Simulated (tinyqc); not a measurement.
Capacitance measurement on a leaky thin oxide: effects of series resistance and leakage: one step of the calculation.

The device is a capacitance C in parallel with a leakage conductance G, in series with Rs and Ls. An impedance meter reports either a parallel pair (Cp, Gp) from Y = 1/Z = Gp + i w Cp or a series pair (Cs, Rm) from Z = Rm + 1/(i w Cs); w = 2 pi f, dissipation D = Gp/(w |Cp|).

Question. True capacitance and conductance. EOT = 3.9 tox/eox; CET = EOT + zc + zp; C = 3.9 eps0 A/CET; G = Jg A/Vs.

Inputs (values chosen for the exercise); values of the order met in thin-oxide MOS capacitors:

| symbol | value | unit | meaning |
|---|---|---|---|
| eox | 7.43 |  | relative permittivity of the gate insulator (close to silicon nitride) |
| tox | 2.5 | nm | insulator thickness |
| A | 400 | um^2 | gate area |
| zc | 0.54 | nm | oxide-equivalent thickness added by the accumulation layer |
| zp | 0.4 | nm | oxide-equivalent thickness added by gate depletion |
| Jg | 0.00038 | A/cm^2 | gate leakage current density, not matched to the thickness |
| Vs | 0.21 | V | voltage for an e-fold rise of the leakage |

Constants: eps0 = 8.8541878128e-14 F/cm where lengths are in cm. Results are converted to the units shown.

Wanted: EOT; CET; C; G.

Answer.

EOT = 1.3122 nm
CET = 2.2522 nm
C = 6.1328 pF
G = 0.0072381 uS

tinyqc, about 0.01 s, one thread, Intel Xeon 2.30GHz (shared host): `OMP_NUM_THREADS=1 python tinyqc.py 2022125 2022126 out.jsonl`
